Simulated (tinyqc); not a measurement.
From results back to parameters: core-shell quantum dot (spherical envelope functions). Three cases, with inputs chosen for the exercise.

Problem. The lowest electron level was computed from a hidden shell thickness H.

Parabolic bands; strain and other valleys are left out. s states, u = r psi, hard wall at R + H, c = hbar^2/2m0, energies from the band edges of the core. Core: u = sin(k1 r)/k1, k1 = sqrt(m1 E/c). At R, psi and psi'/m are continuous, so u is continuous and its slope in the shell is s = u/R + (m2/m1)(u' - u/R). Shell: u(R + x) = u(R) cos(k2 x) + s sin(k2 x)/k2, k2 = sqrt(m2 (E - V)/c); for negative arguments the functions turn into sinh and cosh. A level has u(R + H) = 0.

Constants: hbar^2/2m0 = 3.80998211 eV angstrom^2.

Case 1.

Values chosen (near those of a GaAs/AlGaAs core-shell dot; shifted at random, so the results belong to these values and not to a real crystal): R = 13 angstrom (core radius); Vc = 0.239 eV (conduction edge of the shell above that of the core); me1 = 0.069 m0 (electron, core); me2 = 0.094 m0 (electron, shell).

E_e = 0.4231397 eV

Case 2.

Values chosen (near those of a CdSe/CdS core-shell dot; shifted at random, so the results belong to these values and not to a real crystal): R = 14 angstrom (core radius); Vc = 0.287 eV (conduction edge of the shell above that of the core); me1 = 0.129 m0 (electron, core); me2 = 0.216 m0 (electron, shell).

E_e = 0.5151432 eV

Case 3.

Values chosen (near those of an InAs/InP core-shell dot; shifted at random, so the results belong to these values and not to a real crystal): R = 24 angstrom (core radius); Vc = 0.52 eV (conduction edge of the shell above that of the core); me1 = 0.031 m0 (electron, core); me2 = 0.081 m0 (electron, shell).

E_e = 0.5365283 eV

Find: u(R); s; H.

Solution. u(R) and s follow from E_e; u(R + H) = 0 gives tan(k2 H) = -k2 u(R)/s, with the first positive root.

Case 1.

u(R) = 10.370 angstrom
s = 0.2823
H = 29.0 angstrom

Case 2.

u(R) = 7.281 angstrom
s = -0.8105
H = 7.0 angstrom

Case 3.

u(R) = 15.133 angstrom
s = -1.0560
H = 14.0 angstrom

Computed by tinyqc, one run a case: `OMP_NUM_THREADS=1 python tinyqc.py N N+1 out.jsonl` with N = 1252286, 1252299, 1252370; one thread of a shared Intel(R) Xeon(R) Processor @ 2.30GHz, about 0.07 s a run at most.
